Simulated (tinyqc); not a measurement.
Lateral field, substrate current, probability of reaching the oxide barrier and hot-carrier lifetime of a silicon transistor (pseudo-two-dimensional and lucky-electron models): one step, computed by the program tinyqc.

Local-field models: a lucky carrier gains its energy at the peak field over a path free of collisions. Voltages are magnitudes.

Question. Hot-carrier currents and lifetime. C_ox = 3.9 eps_0/t; F_sat = 2 v_s/mu; V_Dsat = V_ov F_sat L/(V_ov + F_sat L), V_ov = V_G - V_T; I_D/W = C_ox v_s (V_ov - V_Dsat). Scale length l = 0.22 t^(1/3) x_j^(1/2) (all in cm); F_m = sqrt(((V_D - V_Dsat)/l_e)^2 + F_sat^2), with l_e = l + L_n; length of the velocity-saturated region l_e ln((V_D - V_Dsat)/(l_e F_sat) + F_m/F_sat). Substrate current I_sub/I_D = (A_i/B_i)(V_D - V_Dsat) exp(-B_i/F_m); probability of reaching the oxide barrier exp(-phi_b/(e lambda F_m)); lifetime tau = (H/(I_D/W)) exp(phi_it/(e lambda F_m)).

Inputs (values chosen for the exercise, modelled on a silicon p-channel):

| quantity | value | unit |
|---|---|---|
| channel length L | 780 | nm |
| oxide thickness t | 15 | nm |
| junction depth x_j | 260 | nm |
| mobility mu | 98 | cm^2/(V s) |
| saturation velocity v_s | 0.75 | 1e7 cm/s |
| threshold voltage V_T | 0.76 | V |
| gate voltage V_G | 8.7 | V |
| drain voltage V_D | 14 | V |
| ionisation prefactor A_i | 7.4e+06 | 1/cm |
| ionisation field B_i | 3.7 | MV/cm |
| hot-carrier mean free path lambda | 5.1 | nm |
| oxide barrier phi_b | 4.6 | eV |
| interface-trap threshold phi_it | 4.5 | eV |
| lifetime constant H | 5 | s microampere/micrometre |
| length of the depleted extension L_n | 110 | nm |

Drain: lightly doped extension.

Constants: eps_0 = 8.8541878128e-12 F/m.

Give: I_sub/I_D; substrate current I_sub/W; probability of reaching phi_b; lifetime tau; exponent m = phi_it/(e lambda B_i).

Answer.

I_sub/I_D = 0.002552

substrate current I_sub/W = 1.397 microampere/micrometre

probability of reaching phi_b = 3.907e-10

lifetime tau = 1.459e+07 s

exponent m = phi_it/(e lambda B_i) = 2.385

Since both exponentials depend on 1/F_m, tau I_D scales about as (I_sub/I_D)^(-m) with m = 2.38, which lets I_sub serve as the monitor. The lifetime is 0.0462 times ten years (3.156e8 s).
